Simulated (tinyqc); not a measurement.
Implant damage, amorphisation by cascade overlap, and solid-phase epitaxial regrowth: one step, computed by the program tinyqc. Command: `OMP_NUM_THREADS=1 python tinyqc.py 3112004 3112005 out.jsonl sper walk`. One thread of a shared host (Intel(R) Xeon(R) Processor @ 2.30GHz), about 0.01 s of CPU time with the checks.

Range and width of the damage are inputs. Dynamic annealing enters only through the surviving share f.

Task: Overlap model. Gibbons model: a point turns amorphous after n + 1 hits; with y = A_i Q the amorphous share is 1 - exp(-y) sum_(k=0..n) y^k/k!. Doses are set by y.

Inputs (values chosen for the exercise, modelled on germanium ions in germanium): overlaps needed n = 3; area amorphised by one track A_i = 2.7 nm^2.

Give: the table «Amorphous share» with the columns Q (1/cm^2), direct impact (n = 0), given n, for y = 0.1, 0.3, 0.6, 1.0, 2.0, 3.0, 5.0, 8.0.

Result:

Amorphous share:
```
y    Q (1/cm^2)  direct impact (n = 0)    given n
0.1   3.704e+12                 0.0952  3.847e-06
0.3   1.111e+13                 0.2592  2.658e-04
0.6   2.222e+13                 0.4512  3.358e-03
1.0   3.704e+13                 0.6321  1.899e-02
2.0   7.407e+13                 0.8647  1.429e-01
3.0   1.111e+14                 0.9502  3.528e-01
5.0   1.852e+14                 0.9933  7.350e-01
8.0   2.963e+14                 0.9997  9.576e-01
```

At small y the share grows as y^4; between the first rows the exponent is 3.86.
